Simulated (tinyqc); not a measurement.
# Free and trapped electrons in a MOS channel with a dense trap tail, step by step

Program tinyqc, `OMP_NUM_THREADS=1 python tinyqc.py 2222208 2222209 out.jsonl`; Intel Xeon 2.30GHz, shared host, one thread, about 0.02 s. Printed values are rounded.

p-type body, charge-sheet picture, full ionisation (an idealisation for deep acceptors), Boltzmann statistics for free electrons. e = Ec - EF at the surface. Acceptor-like traps of density D(E) = D0 + De exp(-E/Ew) at depth E below Ec, from 0 to Eu, hold n_t = integral of D(E)/(1 + exp((e - E)/Vt)). psi = Eg - Vt ln(Nv/Na) - e; N_dep = sqrt(2 eps0 eps_r Na (psi - Vt)/q); n_f = sqrt(N_dep^2 + 2 eps0 eps_r Vt Nc exp(-e/Vt)/q) - N_dep; Vg = Vfb + psi + q (N_dep + n_t + n_f)/Cox, Cox = eps0 eox/tox.

Inputs (values chosen for the exercise); band and dielectric values close to those of 4H silicon carbide:

| symbol | value | unit | meaning |
|---|---|---|---|
| T | 300 | K | temperature |
| Eg | 3.27 | eV | band gap |
| eps_r | 9.72 |  | relative permittivity |
| Nc | 1.72e19 | cm^-3 | conduction-band density of states at T |
| Nv | 2.48e19 | cm^-3 | valence-band density of states at T |
| eox | 3.9 |  | relative permittivity of the insulator |
| tox | 35 | nm | insulator thickness |
| Na | 7.1e15 | cm^-3 | acceptor density |
| Vfb | -2.03 | V | flat-band voltage without trapped charge |
| D0 | 1e11 | cm^-2 eV^-1 | constant background density of acceptor-like traps |
| De | 3.8e12 | cm^-2 eV^-1 | density of the tail at the conduction edge |
| Ew | 0.12 | eV | decay energy of the tail |
| Eu | 0.81 | eV | depth below Ec down to which the traps reach |
| mf | 170 | cm^2/(V s) | mobility of free electrons |
| e | 0.074 | eV | Ec - EF at the surface |

Constants: q = 1.602176634e-19 C, kB = 1.380649e-23 J/K, Vt = kB T/q, eps0 = 8.8541878128e-14 F/cm where lengths are in cm. Results are converted to the units shown.

## Trapped charge

Trapezoid rule on 13 equal steps from 0 to Eu, f = 1/(1 + exp((e - E)/Vt)).

```
point      E (eV)  D(E) f (cm^-2 eV^-1)
0               0           2.107616e11
1      0.06230769           9.179695e11
2       0.1246154           1.266431e12
3       0.1869231           8.890920e11
4       0.2492308           5.755426e11
5       0.3115385           3.832880e11
6       0.3738462           2.685710e11
7       0.4361538           2.002974e11
8       0.4984615           1.596748e11
9       0.5607692           1.355052e11
10      0.6230769           1.211248e11
11      0.6853846           1.125688e11
12      0.7476923           1.074782e11
13           0.81           1.044493e11
```

n_t = 3.299285e11 cm^-2

With 1600 steps n_t = 3.319e11 cm^-2; the coarse value is 0.60 % below it.

## Charges and gate voltage

psi, N_dep, n_f and Vg as defined, with the n_t given; free share n_f/(n_f + n_t); apparent mobility mf n_f/(n_f + n_t); gate voltage spent on traps q n_t/Cox.

psi = 2.985086 V
N_dep = 4.751012e11 cm^-2
n_f = 2.310336e11 cm^-2
Vg = 2.637572 V
free share = 41.18524 %
apparent mobility = 70.01491 cm^2/(V s)
gate voltage spent on traps = 0.5357781 V
